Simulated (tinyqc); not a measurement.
Single-oscillator infrared dielectric function of a polar cubic crystal: one step, computed by the program tinyqc.

One ion pair, charges +Z* and -Z*, in a cell of volume Omega = a^3/4. Frequencies omega are given as wavenumbers (1/cm); eps_s is the static dielectric constant.

Question. Surface and particle modes. Without damping, eps(omega) = -x eps_m gives omega^2 = omega_TO^2 (eps_s + x eps_m)/(eps_inf + x eps_m): x = 1 for a flat surface at large wave vector, x = 2 for the dipole mode of a small sphere. The reflectivity R for light from vacuum (not from the medium eps_m) vanishes where eps = 1, omega^2 = omega_TO^2 (eps_s - 1)/(eps_inf - 1).

Inputs (values chosen for the exercise, modelled on cubic silicon carbide): omega_TO = 784 1/cm; eps_inf = 6.37; eps_m of the surrounding medium = 1.

Structure: zinc blende. Free carriers: absent.

eps_s = 9.944715

Give: surface mode; sphere mode; zero of R.

Answer.

surface mode = 955.40 1/cm

sphere mode = 936.57 1/cm

zero of R = 1011.8 1/cm
